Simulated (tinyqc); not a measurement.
Tight binding, dimerised chain, step by step. Computed by tinyqc, a small Python program that keeps every step. Settings: t1 = 2.4, t2 = 1.37, delta = 0, points = 12, cells = 4. Command: `OMP_NUM_THREADS=1 python tinyqc.py 22215 22216 out.jsonl` (the two numbers bound the seeds that draw the settings). One thread of a shared host (Intel(R) Xeon(R) Processor @ 2.60GHz), about 0.01 s of CPU time with the checks.

## Bloch Hamiltonian at k

Parameters chosen for this model:
```
parameter,value,unit
t1,2.400000,"eV, inside the cell"
t2,1.370000,"eV, between cells"
delta,0,"eV, +/- on the two sites"
```

k point k (2 pi / a): 0.210000

H_AA = +delta, H_BB = -delta, H_AB = -t1 - t2 exp(-i k a).

H(k) at k (eV):
```
,A,B
A,0.000000,-2.740705+1.326959i
B,-2.740705-1.326959i,0.000000
```

## Levels at k

Diagonalise the Hermitian matrix.

eigenvalues (eV): -3.045043  3.045043

weights |c|^2 of the basis functions:
```
,band 1,band 2
A,0.500000,0.500000
B,0.500000,0.500000
```

## Bloch Hamiltonian at X

k point X (2 pi / a): 0.500000

As before.

H(k) at X (eV):
```
,A,B
A,0.000000,-1.030000
B,-1.030000,0.000000
```

## Levels at X

As before.

eigenvalues (eV): -1.030000  1.030000

weights |c|^2 of the basis functions:
```
,band 1,band 2
A,0.500000,0.500000
B,0.500000,0.500000
```

## Bands along a path

The same steps at evenly spaced points between the labelled ones.

Bands along the path (eV):
```
k,band 1,band 2
G,-3.770000,3.770000
G-X 0.33,-3.305284,3.305284
G-X 0.67,-2.085402,2.085402
X,-1.030000,1.030000
```

With 1 band(s) filled, the highest filled level on these points lies at X and the lowest empty one at X: a gap of 2.0600 eV, direct.

## Berry (Zak) phase of the lower band

On 12 points k_j = j/N: phase = -Im ln of the product of <u_j|u_(j+1)>, closed with u_N = u_0 (the cell-periodic part is taken without the site positions). Single arguments depend on the phases chosen for the u_j; only their sum modulo 2 pi does not.

Overlaps:
```
j,|<u_j|u_j+1>|,argument (rad)
0,0.995551,-0.094362
1,0.996023,-0.089213
2,0.997131,-0.075774
3,0.999065,-0.043256
4,0.998958,0.045665
5,0.967172,0.256939
6,0.967172,0.256939
7,0.998958,0.045665
8,0.999065,-0.043256
9,0.997131,-0.075774
10,0.996023,-0.089213
11,0.995551,-0.094362
```

phase / pi, folded into (-1, 1] = 0.000000

## Open chain of 4 cells

H of the open chain (eV):
```
,1,2,3,4,5,6,7,8
1,0.000000,-2.400000,0.000000,0.000000,0.000000,0.000000,0.000000,0.000000
2,-2.400000,0.000000,-1.370000,0.000000,0.000000,0.000000,0.000000,0.000000
3,0.000000,-1.370000,0.000000,-2.400000,0.000000,0.000000,0.000000,0.000000
4,0.000000,0.000000,-2.400000,0.000000,-1.370000,0.000000,0.000000,0.000000
5,0.000000,0.000000,0.000000,-1.370000,0.000000,-2.400000,0.000000,0.000000
6,0.000000,0.000000,0.000000,0.000000,-2.400000,0.000000,-1.370000,0.000000
7,0.000000,0.000000,0.000000,0.000000,0.000000,-1.370000,0.000000,-2.400000
8,0.000000,0.000000,0.000000,0.000000,0.000000,0.000000,-2.400000,0.000000
```

The same hoppings without the wrap-around bond.

levels (eV): -3.572577  -3.014426  -2.207463  -1.395614  1.395614  2.207463  3.014426  3.572577

weights of the highest filled level on the sites: 0.135324  0.045760  0.181918  0.136998  0.136998  0.181918  0.045760  0.135324

The bulk gap runs from -1.0300 to 1.0300 eV; no level of this chain lies inside it.
